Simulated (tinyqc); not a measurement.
What moves the results: shallow acceptor in the spherical four-band model. A value that a table varies takes the place of the one given here.

The ground state 1S3/2 has an L = 0 part f(r) and an L = 2 part g(r). In units of Ry* and a*, with Gaussians f_i = exp(-a_i r^2), g_i = r^2 exp(-a_i r^2), A = a_i + a_j and I(n) = Gamma((n + 1)/2)/(2 A^((n + 1)/2)): S_ff = I(2), S_gg = I(6), H_ff = (6 a_i a_j/A) I(2) - 2 I(1), H_gg = (14 a_i a_j/A) I(6) - 2 I(5), H_fg = -mu [15 I(2) - 20 a_j I(4) + 4 a_j^2 I(6)]; each function is then normalised. The split-off band is left out.

Converged values use 22 exponents 2.2^i, i = -7 to 14, for f and for g.

Units Ry* = Ry/(g1 eps^2) and a* = a0 eps g1; mu = (6 g3 + 4 g2)/(5 g1) is the spherical heavy-light coupling and delta = (g3 - g2)/g1 the cubic term, which is left out.

Constants: Ry = 13.60569312 eV; a0 (Bohr radius) = 0.5291772105 angstrom.

Parameters, chosen for this exercise (near those of a shallow acceptor in AlAs; not measured data):
```
symbol  value                                       unit      meaning
mus     (0.09, 0.33, 0.53, 0.59, 0.71, 0.84, 0.89)            couplings
rc      1.5                                         angstrom  radius of the central cell
Vs      (3, 1, 0, -1, -2, -3, -4)                   eV        central-cell strengths
g1      3.75                                                  Luttinger gamma1
g2      0.82                                                  gamma2
g3      1.41                                                  gamma3
eps     10                                                    dielectric constant
```

## Strength of the heavy-light coupling

Ry* = 36.2818 meV

Converged values in Ry* and a*; the heavy-mass hydrogen model gives 1/(1 - mu).

Results:
```
mu    binding (Ry*)  1/(1 - mu)  ratio  L = 2 weight  <r> (a*)  binding (meV)
0.09          1.007       1.099  0.917         0.003     1.491           36.5
0.33          1.110       1.493  0.743         0.047     1.374           40.3
0.53          1.350       2.128  0.634         0.124     1.160           49.0
0.59          1.478       2.439  0.606         0.155     1.072           53.6
0.71          1.906       3.448  0.553         0.230     0.853           69.2
0.84          3.126       6.250  0.500         0.332     0.541          113.4
0.89          4.370       9.091  0.481         0.378     0.395          158.6
```

What does this show, and why?

The binding starts as 1 + O(mu^2), 1.007 at mu = 0.09, since the coupling enters in second order, and reaches 4.37 at mu = 0.89. The ratio to the heavy-mass model falls from 0.92 to 0.48, towards about 0.44 as mu goes to 1: the bound hole is only partly heavy. The L = 2 weight grows to 0.38 and the radius shrinks by a factor 3.8.

## Central-cell correction

mu = 0.62613
a* = 19.844 angstrom

A short-range term V exp(-r^2/rc^2) is added (negative: attracts the hole); its elements are V S (A/(A + 1/rc^2))^(3/2) for f and ^(7/2) for g, in the same units.

Results:
```
V (eV)  1S binding (meV)  2S binding (meV)  <r> (angstrom)  L = 2 weight
3.0                 51.8             15.63            22.1         0.172
1.0                 54.9             16.06            20.9         0.174
0.0                 57.2             16.35            20.1         0.176
-1.0                60.2             16.72            19.1         0.178
-2.0                64.2             17.20            18.0         0.180
-3.0                70.0             17.82            16.6         0.183
-4.0                78.5             18.65            14.9         0.186
```

What does this show, and why?

From V = 0 to -4 eV the 1S binding grows by 21.3 meV (37 %) and the 2S binding by 2.30 meV, so the chemical shift sits mainly in the ground state. A repulsion of 3 eV removes 5.4 meV. The slope is 8.52 meV per eV over the last step against 1.80 on the repulsive side, since attraction pulls the state into the cell: the route from a shallow to a deep level.

## What each parameter does

Converged values. Each row changes one parameter from the base and keeps the others.

Results:
```
case           mu  Ry* (meV)  binding (meV)  <r> (angstrom)
base        0.626      36.28          57.19            20.1
g1 = 4.05   0.580      33.59          48.81            23.3
g2 = 0.7    0.601      36.28          54.58            20.9
g3 = 1.3    0.591      36.28          53.69            21.2
eps = 10.8  0.626      31.11          49.03            21.7
```

How do the results move?

The largest shifts from the base row, up to three for each result and ties (the steps differ in size, so this ranks the rows, not the parameters). mu: g1 -0.046, g3 -0.035, g2 -0.026; unchanged at the printed digits by eps. Ry* (meV): eps -5.18, g1 -2.69; unchanged at the printed digits by g2 and g3. binding (meV): g1 -8.38, eps -8.16, g3 -3.50. <r> (angstrom): g1 +3.2, eps +1.6, g3 +1.2. g1 acts twice: it lowers Ry* and it lowers mu.

Run: tinyqc, `OMP_NUM_THREADS=1 python tinyqc.py 1251025 1251026 out.jsonl`; Intel(R) Xeon(R) Processor @ 2.30GHz, one thread, shared host; about 0.05 s of CPU time with all checks.
